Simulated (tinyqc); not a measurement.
sp3s* tight binding, step by step. Values are carried at full precision from step to step, so a last printed digit may differ when a step is redone from the rounded ones.

sp3s* tight binding, nearest neighbours only: anion (a) at 0, cation (c) at a/4 (1,1,1), orbitals s, px, py, pz, s* on each; k in units of 2 pi/a. With phases e_j = exp(i (pi/2) k.n_j) for n = (1,1,1), (1,-1,-1), (-1,1,-1), (-1,-1,1): g0 = (e1+e2+e3+e4)/4, g1 = (e1+e2-e3-e4)/4, g2 = (e1-e2+e3-e4)/4, g3 = (e1-e2-e3+e4)/4. The diagonal holds the levels Esa, Epa, Exa (s*) and Esc, Epc, Exc. Anion-cation block: <sa|sc> = Vss g0; <sa|xc> = Vsapc g1; <xa|sc> = -Vscpa g1; <xa|xc> = Vxx g0; <xa|yc> = <ya|xc> = Vxy g3, <xa|zc> = <za|xc> = Vxy g2, <ya|zc> = <za|yc> = Vxy g1; <s*a|xc> = Vxapc g1; <xa|s*c> = -Vpaxc g1; y and z take g2 and g3 in place of g1; s-s* and s*-s* vanish.

Constants: hbar^2/2m0 = 3.80998211 eV angstrom^2.

Inputs chosen for the exercise (near a published set for Si, fitted to gaps, whose masses and valley positions are rough; shifted at random, so the results belong to these values and not to a real crystal):
```
symbol  value               unit      meaning
k       (0.25, 0.25, 0.25)  2 pi/a    wave vector
Esa     -4.21               eV        s level of the anion
Epa     1.713               eV        p level of the anion
Esc     -4.21               eV        s level of the cation
Epc     1.713               eV        p level of the cation
Exa     6.695               eV        s* level of the anion
Exc     6.695               eV        s* level of the cation
Vss     -8.315              eV        s-s
Vxx     1.716               eV        px-px
Vxy     4.576               eV        px-py
Vsapc   5.732               eV        s anion, p cation
Vscpa   5.732               eV        s cation, p anion
Vxapc   5.36                eV        s* anion, p cation
Vpaxc   5.36                eV        p anion, s* cation
a       5.432               angstrom  lattice constant
```

## Phase sums

Form g0 to g3 at this k.

g0, g1, g2, g3: [0.78858-0.05604i, -0.13530+0.32664i, -0.13530+0.32664i, -0.13530+0.32664i]

## The Hamiltonian without spin-orbit coupling

Fill in the 10 x 10 matrix.

H(k) (eV), rows sa, xa, ya, za, s*a, sc, xc, yc, zc, s*c and columns alike:
```
[[-4.2100, 0, 0, 0, 0, -6.5570+0.4660i, -0.7755+1.8723i, -0.7755+1.8723i, -0.7755+1.8723i, 0],
 [0, 1.7130, 0, 0, 0, 0.7755-1.8723i, 1.3532-0.0962i, -0.6191+1.4947i, -0.6191+1.4947i, 0.7252-1.7508i],
 [0, 0, 1.7130, 0, 0, 0.7755-1.8723i, -0.6191+1.4947i, 1.3532-0.0962i, -0.6191+1.4947i, 0.7252-1.7508i],
 [0, 0, 0, 1.7130, 0, 0.7755-1.8723i, -0.6191+1.4947i, -0.6191+1.4947i, 1.3532-0.0962i, 0.7252-1.7508i],
 [0, 0, 0, 0, 6.6950, 0, -0.7252+1.7508i, -0.7252+1.7508i, -0.7252+1.7508i, 0],
 [-6.5570-0.4660i, 0.7755+1.8723i, 0.7755+1.8723i, 0.7755+1.8723i, 0, -4.2100, 0, 0, 0, 0],
 [-0.7755-1.8723i, 1.3532+0.0962i, -0.6191-1.4947i, -0.6191-1.4947i, -0.7252-1.7508i, 0, 1.7130, 0, 0, 0],
 [-0.7755-1.8723i, -0.6191-1.4947i, 1.3532+0.0962i, -0.6191-1.4947i, -0.7252-1.7508i, 0, 0, 1.7130, 0, 0],
 [-0.7755-1.8723i, -0.6191-1.4947i, -0.6191-1.4947i, 1.3532+0.0962i, -0.7252-1.7508i, 0, 0, 0, 1.7130, 0],
 [0, 0.7252+1.7508i, 0.7252+1.7508i, 0.7252+1.7508i, 0, 0, 0, 0, 0, 6.6950]]
```

## Levels at this k

Diagonalise H, which belongs to k = (0.25, 0.25, 0.25) (2 pi/a). Four bands are filled (two electrons each); give the make-up of band 5, the lowest empty one.

levels (eV): [-11.6235, -3.9070, -0.8210, -0.8210, 2.3950, 4.0012, 4.2470, 4.2470, 8.1490, 9.3814]

weights of band 5: s 0.179, p 0.519, s* 0.302

weight of band 5 on atom a = 0.500

The vertical gap at this k is 3.2160 eV; band 5 is mostly p-like.

## Levels at Gamma

At k = 0 only g0 = 1 is left and H falls into 2 x 2 blocks [[E_a, V], [V, E_c]] with roots (E_a + E_c)/2 -/+ sqrt(((E_a - E_c)/2)^2 + V^2); the s* levels stay uncoupled. The direct gap runs from the highest lower root of the p blocks to the lowest upper root.

Blocks at Gamma (eV):
```
block            E_a      E_c        V  lower root  upper root
s (Gamma1)   -4.2100  -4.2100  -8.3150    -12.5250      4.1050
p (Gamma15)   1.7130   1.7130   1.7160     -0.0030      3.4290
```

direct gap at Gamma = 3.4320 eV

The lowest empty level at Gamma is p-like.

## Bands near the gap

Diagonalise at L = (1/2,1/2,1/2), X = (1,0,0), W = (1,1/2,0), K = (3/4,3/4,0) and at the fractions named between them; energies from the top of the valence band at Gamma; 4 bands are filled.

Levels (eV):
```
k        level 2  level 3  level 4  level 5  level 6
L         -7.074   -1.430   -1.430    2.505    2.528
L-G 0.5   -3.904   -0.818   -0.818    2.398    4.004
G          0.000    0.000    0.000    3.432    3.432
G-X 0.2   -0.949   -0.443   -0.443    2.846    3.875
G-X 0.4   -2.834   -1.311   -1.311    1.913    4.043
G-X 0.6   -4.828   -2.121   -2.121    1.305    3.314
G-X 0.7   -5.774   -2.435   -2.435    1.194    2.872
G-X 0.8   -6.667   -2.668   -2.668    1.220    2.424
G-X 0.9   -7.501   -2.812   -2.812    1.375    2.004
X         -8.276   -2.860   -2.860    1.645    1.645
W         -8.276   -2.860   -2.860    1.645    1.645
K         -7.796   -3.073   -2.441    1.630    1.796
K-G 0.5   -4.572   -1.991   -0.883    2.256    3.359
```

On these points the lowest empty level is lowest at G-X 0.7, 1.194 eV above the top.

## Valleys and masses

The lowest conduction level at Gamma, at its minimum on (x,0,0) for x from 0.5 to 1, and at the point L (L, and X where the search ends there, need not be minima in this model; a zero or negative inverse mass shows it). Inverse masses m0/m = (E(+h) + E(-h) - 2 E)/(2 c q^2) with c = hbar^2/2m0, q = h 2 pi/a, h = 0.002; longitudinal along the valley axis ([100] at Gamma and Delta, [111] at L), transverse along [010] or [1-10]. A dash: the next level lies within 0.15 eV, so a single mass has no use there.

Valleys:
```
valley  x (2 pi/a)  E - Ev (eV)  m0/m_l  m0/m_t
Gamma       0.0000       3.4320       -       -
Delta       0.7310       1.1873    1.34    0.62
L           0.5000       2.5051       -       -
```

Of these three the lowest is the Delta line, which makes the gap indirect, 1.1873 eV. At Delta m0/m_t is 0.62. This nearest-neighbour model is fitted to gaps: it places the Delta minimum and the masses at Delta and L only roughly (transverse masses can be several times too heavy), and since its bands are flat from X to W the transverse mass grows too heavy towards X; d orbitals or second neighbours cure this.

## Checks

- Direct gap at Gamma from the blocks against the full matrix: both 3.43200.

Computed by tinyqc, a small Python program: `OMP_NUM_THREADS=1 python tinyqc.py 1481830 1481831 out.jsonl` (the numbers bound the seed that draws the inputs); one thread of a shared host (Intel(R) Xeon(R) Processor @ 2.30GHz), about 0.1 s for the whole set of steps.
